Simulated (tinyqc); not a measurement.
Electron continuity equation in a given potential, Scharfetter-Gummel discretisation: two steps of the calculation.

Steady state in one dimension: J = q mu n E + q D dn/dx with E = -dpsi/dx and D = mu Vt, dJ/dx = q (n/tau - G), fixed densities nL and nR at the ends. The potential is given, psi = U (x/L)^2, and is not changed by the electrons.

Inputs (values chosen for the exercise); mobility close to that of gallium phosphide at room temperature:
- T = 273 K (temperature)
- mu = 254 cm^2/(V s) (electron mobility)
- L = 4.9 um (length of the region)
- nL = 3.1e15 cm^-3 (density at x = 0)
- nR = 7.9e14 cm^-3 (density at x = L)
- tau = 4.8e-9 s (lifetime)
- G = 0 cm^-3 s^-1 (uniform generation rate)

Constants: q = 1.602176634e-19 C, kB = 1.380649e-23 J/K, Vt = kB T/q. Results are converted to the units shown.

Task 1. Tridiagonal system for the inner nodes. Row i (1 to 9): B(-d_(i-1)) n_(i-1) + b_i n_i + B(d_i) n_(i+1) = f_i with b_i = -B(-d_i) - B(d_(i-1)) - h^2/(D tau) and f_i = -G h^2/D; the known end values are moved to the right: f_1 loses B(-d_0) nL and f_9 loses B(d_9) nR. h = L/10, D = mu Vt.

```
interval     B(d_i)      B(-d_i)
0         1.0986889   0.90740562
1         1.3142174   0.74036763
2         1.5532985   0.59688213
3         1.8146156   0.47563279
4         2.0963543   0.37480492
5         2.3963603   0.29224439
6         2.7123070   0.22562456
7         3.0418481   0.17259910
8         3.3827407   0.13092518
9         3.7329324  0.098550323
```

Find: diagonal b; right side f.

Result 1.

```
node  diagonal b  right side f (cm^-3)
1         -1.923             -2.813e15
2         -1.995                     0
3         -2.113                     0
4         -2.273                     0
5         -2.472                     0
6         -2.706                     0
7         -2.969                     0
8         -3.256                     0
9         -3.565             -2.949e15
```

Task 2. Densities and current. B(d_i) and B(-d_i) are the Bernoulli factors of the potential steps, b and f the diagonal and right side. Solve B(-d_(i-1)) n_(i-1) + b_i n_i + B(d_i) n_(i+1) = f_i (end values already in f), then J_i = (q D/h) [n_(i+1) B(d_i) - n_i B(-d_i)], h = L/10, D = mu Vt.

```
interval     B(d_i)      B(-d_i)
0         1.0986889   0.90740562
1         1.3142174   0.74036763
2         1.5532985   0.59688213
3         1.8146156   0.47563279
4         2.0963543   0.37480492
5         2.3963603   0.29224439
6         2.7123070   0.22562456
7         3.0418481   0.17259910
8         3.3827407   0.13092518
9         3.7329324  0.098550323
```

```
node  diagonal b  right side f (cm^-3)
1     -1.9227673         -2.8129574e15
2     -1.9948104                     0
3     -2.1126421                     0
4     -2.2731314                     0
5     -2.4723095                     0
6     -2.7056957                     0
7     -2.9686169                     0
8     -3.2564841                     0
9     -3.5650019         -2.9490166e15
```

Wanted: n; J.

Result 2.

n, node 0 to 10 (cm^-3): 3.100e15  3.837e15  3.473e15  2.631e15  1.921e15  1.486e15  1.233e15  1.069e15  9.523e14  8.622e14  7.900e14
J, interval 0 to 9 (A/cm^2): 27.40  33.67  39.35  43.65  46.80  49.23  51.24  52.99  54.55  55.96

Program tinyqc, `OMP_NUM_THREADS=1 python tinyqc.py 2220047 2220048 out.jsonl`; Intel Xeon 2.30GHz, shared host, one thread, about 0.01 s.
